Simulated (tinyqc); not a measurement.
Against the doping: grain-boundary trapping model (Seto) of a polycrystalline semiconductor film. Computed by tinyqc, a small Python program. Command: `OMP_NUM_THREADS=1 python tinyqc.py 3017847 3017848 out.jsonl poly walk`. One thread of a shared host (Intel(R) Xeon(R) Processor @ 2.30GHz), about 0.01 s of CPU time with the checks.

Grains of equal size L are joined by thin boundaries with one trap level. Trapped carriers deplete a width W on each side and raise a barrier, crossed by thermionic emission. Dopants are fully ionised, statistics are non-degenerate and mu_g does not depend on T.

Inputs (values chosen for the exercise, modelled on polycrystalline SiGe):
```
quantity                                     value        unit
permittivity eps                              13.5           -
effective mass m                              0.28         m_0
effective density of states at 300 K, N_c  1.6e+19      1/cm^3
grain size L                                    67          nm
trap density Q_t                           5.4e+11      1/cm^2
trap level E_t below the band edge            0.31          eV
mobility inside the grains mu_g                250  cm^2/(V s)
temperature T                                  250           K
```

Grain interior: resistance included.

Constants: e = 1.602176634e-19 C; eps_0 = 8.8541878128e-12 F/m; k_B = 8.617333262e-05 eV/K; m_0 = 9.1093837015e-31 kg; k_B = 1.380649e-23 J/K.

Method:
- If all traps fill, the grain is just depleted at N* = Q_t/L, with the barrier e Q_t L/(8 eps eps_0).
- N_c(T) = N_c (T/300 K)^(3/2). Filled traps Q = Q_t/(1 + (1/2) exp((E_t* - E_F)/k_B T)), where E_t* = e V_B - E_t and E_F are counted from the band edge at the grain centre. Partial depletion: Q = 2 N W, V_B = e N W^2/(2 eps eps_0), E_F = k_B T ln(N/N_c); solve for W. If that W would exceed L/2 the grain is fully depleted: W = L/2, Q = N L, and E_F follows from the trap equation. Centre density n_0 = N_c exp(E_F/k_B T).
- Boundary: sigma_b = L e^2 n_0 exp(-e V_B/k_B T)/sqrt(2 pi m k_B T); drift through the grain, depleted parts included: rho_g = [(1 - 2W/L) + (2W/L) int_0^1 exp(y^2 s^2) ds]/(e n_0 mu_g); rho = 1/sigma_b + rho_g. Mean carrier density n_av = n_0 [(1 - 2W/L) + (2W/L) (sqrt(pi)/2) erf(y)/y], y = sqrt(e V_B/k_B T); effective mobility 1/(e n_av rho).

N* = 8.05970e+16 1/cm^3

The same film:
```
N (1/cm^3)  W (nm)   V_B (V)  mean density (1/cm^3)  mobility (cm^2/(V s))  rho (ohm cm)
2.40e+15    33.500  0.001805             1.1128e+11                 211.18    2.6560e+05
8.10e+15    33.500  0.006092             4.6403e+11                 205.42    6.5478e+04
2.00e+16    33.500  0.015042             1.8395e+12                 188.57    1.7994e+04
4.00e+16    33.500  0.030085             9.2656e+12                 150.42    4.4781e+03
6.40e+16    33.500  0.048136             7.0669e+13                 101.49    8.7022e+02
9.70e+16    27.825  0.050331             6.1714e+16                  90.91    1.1125e+00
1.60e+17    16.874  0.030530             1.3387e+17                 142.29    3.2766e-01
3.20e+17     8.437  0.015267             3.0441e+17                 184.24    1.1129e-01
8.10e+17     3.333  0.006032             8.0307e+17                 203.47    3.8198e-02
3.20e+18     0.844  0.001527             3.1981e+18                 210.82    9.2573e-03
```

The barrier peaks among these rows at N = 9.7e16 (0.050 V) and the mobility has its minimum at 9.7e16; N* is 8.1e16. While the grain is fully depleted (W = L/2) V_B grows as N; once all traps are filled it falls as 1/N (last exponent -1.00). Partly depleted rows (W < L/2) with e V_B below 2 k_B T stretch the depletion approximation. Where N approaches N_c the non-degenerate statistics fail. rho drops most steeply, as N^-16.0, between 6.4e16 and 9.7e16.

Extremes, crossings and ranges named in words are read from the listed rows.
